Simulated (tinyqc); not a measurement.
Koster-Slater impurity in a tight-binding band, by Green functions and by supercells: one step, computed by the program tinyqc.

One orbital per site, e(k) = -2 t sum cos(k_i) over 1 direction(s), band from -2 t to 2 t, lattice constant 1. One site has the extra energy U. Spin is left out.

Question. The supercell Hamiltonian at Gamma. H_ij = -t for each bond from i to j, images included (two bonds add when N = 2); H_11 = U; sites are numbered with the last coordinate running fastest. Diagonalise.

Inputs (values chosen for the exercise, for a model band): hopping t = 1.5 eV; impurity potential U = -0.714 eV; supercell edge N = 5 sites.

Lattice: chain.

Give: H; levels.

Answer.

H (eV):
$$\begin{pmatrix}
-0.714 & -1.500 & 0.000 & 0.000 & -1.500 \\
-1.500 & 0.000 & -1.500 & 0.000 & 0.000 \\
0.000 & -1.500 & 0.000 & -1.500 & 0.000 \\
0.000 & 0.000 & -1.500 & 0.000 & -1.500 \\
-1.500 & 0.000 & 0.000 & -1.500 & 0.000
\end{pmatrix}$$

levels (eV): [-3.174, -1.212, -0.927, 2.172, 2.427]
